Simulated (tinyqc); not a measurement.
Thermal boundary conductance by the acoustic and diffuse mismatch models: one step, computed by the program tinyqc.

Each side has one longitudinal and two transverse Debye branches, omega = v q up to q_D = (6 pi^2 n)^(1/3), with n counting all atoms. Scattering at the interface is elastic. Electrons are left out of G, also for metals. Melting is ignored. G refers to the temperatures of the phonons sent towards the interface. Linear branches over all atoms overstate G at high T, most for crystals with several atoms a cell.

Task: Acoustic mismatch: transmission of each branch. No mode conversion. t(theta) = 4 Z_1 Z_2 cos(theta_1) cos(theta_2)/N^2, with N = Z_2 cos(theta_1) + Z_1 cos(theta_2) for L (the form for pressure waves) and N = Z_1 cos(theta_1) + Z_2 cos(theta_2) for both T branches (the form for shear waves polarised along the interface); sin(theta_2) = (v_2/v_1) sin(theta_1), and t = 0 beyond the critical angle arcsin(v_1/v_2); the mean over the incoming flux is alpha = 2 int t sin(theta_1) cos(theta_1) d theta_1 (64 Gauss-Legendre points).

Structure: superlattice.

Branches:

| branch | v (m/s) | cut-off (K) | Z (1e6 kg/(m^2 s)) |
|---|---|---|---|
| L, side 1 | 10800 | 1484.952 | 34.3440 |
| T, side 1 | 6220 | 855.222 | 19.7796 |
| L, side 2 | 5190 | 616.132 | 100.1670 |
| T, side 2 | 2930 | 347.836 | 56.5490 |

Give: Transmission.

Result:

Transmission:

| branch | t at normal incidence | largest angle from side 1 (deg) | alpha, 1 to 2 | alpha, 2 to 1 |
|---|---|---|---|---|
| L | 0.7605 | 90 | 0.8658 | 0.1999 |
| T | 0.7679 | 90 | 0.6110 | 0.1356 |

For L waves from side 1 no critical angle exists; the mean is 0.87 against 0.76 at normal incidence. For T waves from side 1 no critical angle exists; the mean is 0.61 against 0.77 at normal incidence.
